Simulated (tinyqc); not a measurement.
Inside a calculation. Model: one-dimensional ballistic tunnel FET, two-band WKB.

tinyqc, about 0.01 s, one thread, Intel Xeon 2.30GHz (shared host): `OMP_NUM_THREADS=1 python tinyqc.py 2620048 2620049 out.jsonl` Printed values are rounded.

A p-type source for x < 0 with its Fermi level at 0 and its valence edge at ds; in the channel the bands fall as D exp(-x/lam) towards their flat values, with the conduction edge at Ec = ds - dP and D = dP + Eg. The gate moves dP one to one. The drain Fermi level lies at -Vd and the drain side reflects nothing. For w = E - Ec between 0 and dP an electron crosses the gap. Two-band dispersion with equal masses m: inside the gap kappa = sqrt(m u (1 - u/Eg)/C), u the distance from a band edge, C = hbar^2/(2 m0).

Values chosen for this exercise; band and dielectric values close to those of gallium arsenide: temperature T = 300 K; band gap Eg = 1.44 eV; band-edge mass of the two-band model m = 0.075 m0; screening length of the source junction lam = 3.5 nm; source valence edge above the source Fermi level ds = 0.17 eV; drain bias Vd = 0.3 V; number of degenerate subbands (spin apart) g = 1; tunnelling window Ev(source) - Ec(channel) dP = 0.34 eV; energy above the channel conduction edge w0 = 0.14 eV; cells of the path nc = 10; points of the energy grid nE = 13.

Constants: q = 1.602176634e-19 C, kB = 1.380649e-23 J/K, hbar = 1.054571817e-34 J s, h = 6.62607015e-34 J s, m0 = 9.1093837015e-31 kg, Vt = kB T/q, hbar^2/(2 m0) = 0.0380998212 eV nm^2. Results are converted to the units shown.

## The path through the gap by the midpoint rule

At w = w0 the path runs from xa = lam ln(D/(w + Eg)) to xb = lam ln(D/w); u(x) = w + Eg - D exp(-x/lam) is the height above the valence edge. Cut it into nc equal cells: S = 2 (cell width) times the sum of kappa at the centres.

xa = 0.417160 nm
xb = 8.89954 nm

| cell | x (nm) | u (eV) | kappa (1/nm) |
|---|---|---|---|
| 0 | 0.84128 | 0.18031 | 0.557229 |
| 1 | 1.68952 | 0.48156 | 0.794319 |
| 2 | 2.53776 | 0.71797 | 0.841819 |
| 3 | 3.38599 | 0.90349 | 0.814025 |
| 4 | 4.23423 | 1.04909 | 0.748741 |
| 5 | 5.08247 | 1.16336 | 0.663293 |
| 6 | 5.93071 | 1.25303 | 0.565925 |
| 7 | 6.77895 | 1.32340 | 0.459289 |
| 8 | 7.62718 | 1.37862 | 0.340102 |
| 9 | 8.47542 | 1.42196 | 0.187239 |

S = 10.1313

## The exponent in closed form

S(w) = 2 lam int_0^Eg kappa(u) du/(w + Eg - u) = 2 pi lam sqrt(m/(C Eg)) [w + Eg/2 - sqrt(w (w + Eg))], T(w) = exp(-S). The common triangular estimate is S = (4/3) lam sqrt(m/C) Eg^1.5/(dP + Eg) for all w.

S(w0) = 10.0195
T(w0) = 4.45243e-5
triangular S = 6.35623

The midpoint value is 1.1 % above the closed form, and the triangular estimate 37 % below it.

## Current on a coarse grid

S(w) = 2 lam int_0^Eg kappa(u) du/(w + Eg - u) = 2 pi lam sqrt(m/(C Eg)) [w + Eg/2 - sqrt(w (w + Eg))], T(w) = exp(-S). I = g (2 q^2/h) int_0^dP T(w) [f(E) - f(E + Vd)] dw, E = ds - dP + w, f(x) = 1/(1 + exp(x/Vt)). Simpson's rule on nE equally spaced points.

| point | w (eV) | T(w) | difference of the f |
|---|---|---|---|
| 0 | 0.000000 | 9.12143e-9 | 0.992103 |
| 1 | 0.028333 | 8.34251e-7 | 0.993664 |
| 2 | 0.056667 | 3.79542e-6 | 0.986947 |
| 3 | 0.085000 | 1.07463e-5 | 0.963769 |
| 4 | 0.113333 | 2.39746e-5 | 0.899444 |
| 5 | 0.141667 | 4.61254e-5 | 0.749479 |
| 6 | 0.170000 | 8.01107e-5 | 0.499991 |
| 7 | 0.198333 | 1.29021e-4 | 0.250490 |
| 8 | 0.226667 | 1.96045e-4 | 0.100473 |
| 9 | 0.255000 | 2.84395e-4 | 0.0359867 |
| 10 | 0.283333 | 3.97242e-4 | 0.0123224 |
| 11 | 0.311667 | 5.37672e-4 | 0.00415235 |
| 12 | 0.340000 | 7.08634e-4 | 0.00139161 |

I = 3.97403e-4 uA

A converged quadrature gives 3.975e-4 uA; this grid is 0.033 % below that.
